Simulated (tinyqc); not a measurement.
# MOS capacitor on a p-type substrate, surface potential from the exact charge relation: what changes with what

Uniform p-type substrate, Boltzmann statistics, full ionisation, classical densities. psi is the surface potential against the body (positive when the bands bend down) and u = psi/Vt. Traps are spread evenly over the gap and neutral at flat band, so their charge is -q Dit psi; the minority quasi-Fermi level is shifted by Vb.

Inputs (values chosen for the exercise); band and dielectric values those of a made-up semiconductor:
```
symbol    value         unit                                                                 meaning
T           300            K                                                             temperature
Eg        0.989           eV                                                                band gap
eps_r      14.1                                                                relative permittivity
Nc      3.28e19        cm^-3                                  conduction-band density of states at T
Nv      3.17e19        cm^-3                                     valence-band density of states at T
chi        3.29           eV                                                       electron affinity
N        1.5e16        cm^-3                                       acceptor density of the substrate
eox         3.9               relative permittivity of the gate insulator (close to silicon dioxide)
tox         5.4           nm                                                     insulator thickness
phiM       3.54           eV                                                      gate work function
Nf      -8.8e10        cm^-2                            fixed charge at the interface, in units of q
Dit      6.9e10  cm^-2 eV^-1                                              density of interface traps
Vb            0            V                    reverse bias of the inversion layer against the body
```

Constants: q = 1.602176634e-19 C, kB = 1.380649e-23 J/K, Vt = kB T/q, eps0 = 8.8541878128e-14 F/cm where lengths are in cm. Results are converted to the units shown.

Each table varies one quantity; the others keep the values above.

## Capacitance-voltage curves

ni = sqrt(Nc Nv) exp(-Eg/(2 Vt)), Eg in volts; phiF = Vt ln(N/ni); Cox = eps0 eox/tox; Vfb = phiM - chi - (Eg - Vt ln(Nv/N)) - q Nf/Cox; Q0 = sqrt(2 eps0 eps_r q N Vt); r = (ni/N)^2 exp(-Vb/Vt); VT = Vfb + [(2 phiF + Vb)(1 + q Dit/Cox) + sqrt(2 eps0 eps_r q N (2 phiF + Vb))/Cox]. u = psi/Vt; F^2 = exp(-u) + u - 1 + r (exp(u) - u - 1); Qs = -sign(u) Q0 F; Cs = -dQs/dpsi = (Q0/Vt) |1 - exp(-u) + r (exp(u) - 1)|/(2 F). psi solves Vg = Vfb + psi + (q Dit psi - Qs)/Cox. Low frequency: 1/C_LF = 1/Cox + 1/(Cs + q Dit). High frequency, in the simple estimate in which traps and minority carriers do not follow: 1/C_HF = 1/Cox + 1/Cd, Cd being Cs with r = 0 at the same psi. Deep depletion: r = 0 and Dit = 0 both in the equation for psi and in Cs. Minority sheet density N_inv = (Q0/(2 q)) int_0^u r (exp(t) - 1)/F(t) dt for u > 0. N_inv under 1 cm^-2 is printed as 0. Regimes: accumulation when majority carriers gather, then depletion up to |psi| = phiF + Vb, weak inversion up to 2 phiF + Vb, strong inversion beyond.

Capacitance-voltage curves:
```
Vg (V),psi (V),C_LF/Cox,C_HF/Cox,C_deep/Cox,N_inv (cm^-2),regime
-1.3,-0.17747,0.92135,0.92124,0.92158,0,accumulation
-1.04,-0.15219,0.87830,0.87804,0.87870,0,accumulation
-0.78,-0.10805,0.75856,0.75755,0.75909,0,accumulation
-0.51,0.0058989,0.33851,0.33085,0.33067,1.5218,depletion
-0.25,0.21295,0.13590,0.12280,0.12188,6680.3,depletion
0.01,0.44311,0.10018,0.085728,0.085077,3.1228e7,weak inversion
0.27,0.65849,0.46711,0.070762,0.069167,9.2898e10,strong inversion
0.53,0.73145,0.84082,0.067256,0.059772,8.2200e11,strong inversion
0.79,0.76241,0.90873,0.065922,0.053393,1.7317e12,strong inversion
1.06,0.78277,0.93707,0.065087,0.048543,2.7258e12,strong inversion
```

What does the comparison show, and why?

C_LF/Cox is lowest, 0.100, at Vg = 0.01 V (weak inversion) among the rows listed and is 0.937 in the last row, where C_HF/Cox is 0.0651 and the deep-depletion value 0.0485. Vfb = -0.519 V, where C_HF/Cox = 0.348 (Cox in series with eps0 eps_r/LD), and VT = 0.177 V. Over the last two rows psi moves by only 0.075 V a volt of gate bias, since the inversion charge screens the body. In strong accumulation and inversion degeneracy and confinement, left out here, lower the capacitance.

## Effect of the relative permittivity of the gate insulator on threshold and swing

ni = sqrt(Nc Nv) exp(-Eg/(2 Vt)), Eg in volts; phiF = Vt ln(N/ni); Cox = eps0 eox/tox; Vfb = phiM - chi - (Eg - Vt ln(Nv/N)) - q Nf/Cox; VT = Vfb + [(2 phiF + Vb)(1 + q Dit/Cox) + sqrt(2 eps0 eps_r q N (2 phiF + Vb))/Cox]. gamma = sqrt(2 eps0 eps_r q N)/Cox; Wm = sqrt(2 eps0 eps_r (2 phiF + Vb)/(q N)); m = 1 + (eps0 eps_r/Wm + q Dit)/Cox; swing m Vt ln 10; Cmin/Cox = 1/(1 + Cox Wm/(eps0 eps_r)).

The same in every row: 2 phiF (V) = 0.5923; Wm (nm) = 248.1.

Results:
```
eox,Vfb (V),gamma (V^0.5),VT (V),m,swing (mV/decade),Cmin/Cox
3.9,-0.5190,0.1211,0.1767,1.096,65.24,0.07296
5,-0.5239,0.09449,0.1491,1.075,63.98,0.05784
9,-0.5315,0.05249,0.1056,1.042,62.00,0.03298
15,-0.5353,0.03150,0.08383,1.025,61.01,0.02005
22,-0.5372,0.02147,0.07344,1.017,60.54,0.01376
30,-0.5382,0.01575,0.06751,1.012,60.27,0.01013
```

Estimate the missing row, eox = 7.5.

Computed row:
```
eox,Vfb (V),gamma (V^0.5),VT (V),m,swing (mV/decade),Cmin/Cox
7.5,-0.5296,0.06299,0.1165,1.050,62.50,0.03932
```

With this row back in the table: As eox goes from 3.9 to 30, VT falls from 0.177 to 0.0675 V, the swing falls from 65.2 to 60.3 mV/decade and Cmin/Cox falls from 0.0730 to 0.0101. Of the change of VT by -0.109 V, -0.0192 V comes from Vfb and -0.0900 V from the band bending and the charge it takes. m - 1 goes as eox^(-1.00), that is as 1/Cox.

Computed by the program tinyqc: `OMP_NUM_THREADS=1 python tinyqc.py 2060088 2060089 out.jsonl`, one thread of a shared Intel Xeon 2.30GHz, about 0.01 s for the whole run.
